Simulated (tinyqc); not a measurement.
On-chip interconnect, size-dependent resistivity and RC delay: two metals against line width.

A rectangular line between two neighbours and two ground planes. Surface and grain-boundary scattering are added to the bulk resistivity as corrections; capacitances are parallel-plate values without fringing; inductance is ignored.

Metal width x = wd - 2 tl, height y = AR wd - tl; grain boundaries (Mayadas-Shatzkes): al = (lam/(gr x)) Rg/(1 - Rg), g = 1/[1 - 3 al/2 + 3 al^2 - 3 al^3 ln(1 + 1/al)] - 1; surfaces (Fuchs-Sondheimer, thick limit): s = (3/8) lam (1 - ps)(1/x + 1/y); rho = rho0 (1 + g + s); r = rho/(x y). The second metal has rho2, lam2 and tl2 in place of rho0, lam and tl; ps, Rg, gr and AR are shared.

Values chosen for this exercise; metal values close to those of cobalt:

| symbol | value | unit | meaning |
|---|---|---|---|
| rho0 | 6.22 | uohm cm | bulk resistivity |
| lam | 11.7 | nm | bulk mean free path |
| ps | 0 |  | specular share of surface scattering |
| Rg | 0.29 |  | reflection coefficient of grain boundaries |
| gr | 1 |  | grain size over the metal width |
| AR | 1.9 |  | aspect ratio, height over width |
| tl | 0.6 | nm | liner on both walls and the bottom, not conducting |
| sp | 13 | nm | space to the neighbouring lines |
| hd | 18 | nm | dielectric height to the planes above and below |
| ek | 3.9 |  | relative permittivity of the dielectric |
| Mf | 1 |  | Miller factor of the neighbours |
| rho2 | 7.87 | uohm cm | bulk resistivity of the second metal (close to ruthenium) |
| lam2 | 6.69 | nm | mean free path of the second metal |
| tl2 | 0.1 | nm | liner of the second metal |

Constants: eps0 = 8.8541878128e-12 F/m. Results are converted to the units shown.

Two metals against line width:
```
wd (nm)  rho, first (uohm cm)  rho, second (uohm cm)  r, first (ohm/um)  r, second (ohm/um)  ratio second/first
5                      27.194                 20.341             8040.7              4508.1             0.56066
6.5                    21.437                 17.417             3442.3              2256.8             0.65560
8                      18.175                 15.609             1830.7              1325.2             0.72390
10                     15.527                 14.052             958.95              758.66             0.79113
13                     13.214                 12.622             464.68              400.86             0.86265
17                     11.479                 11.504             229.19              212.67             0.92789
22                     10.238                 10.680             119.47              117.49             0.98339
30                     9.1392                 9.9329             56.265              58.580              1.0411
45                     8.1518                 9.2475             21.922              24.171              1.1026
70                     7.4565                 8.7570             8.1858              9.4400              1.1532
120                    6.9395                 8.3882             2.5688              3.0723              1.1960
```

What does the table show?

The resistivity of the first metal falls from 27.2 to 6.94 uohm cm and that of the second goes from 20.3 to 8.39 uohm cm as the line widens. The products rho0 lam, which set the size effect, are 72.8 and 52.7 uohm cm nm. The two resistances cross at wd = 23.9 nm: below it the second metal gives the lower line resistance. For widths well under the mean free path the thick-limit surface term is only a guide.

Range of the model: The metal width is under the mean free path, where the thick-limit surface term and the simple sum of corrections lose accuracy.

Computed by the program tinyqc: `OMP_NUM_THREADS=1 python tinyqc.py 2100042 2100043 out.jsonl`, one thread of a shared Intel Xeon 2.30GHz, about 0.01 s for the whole run.
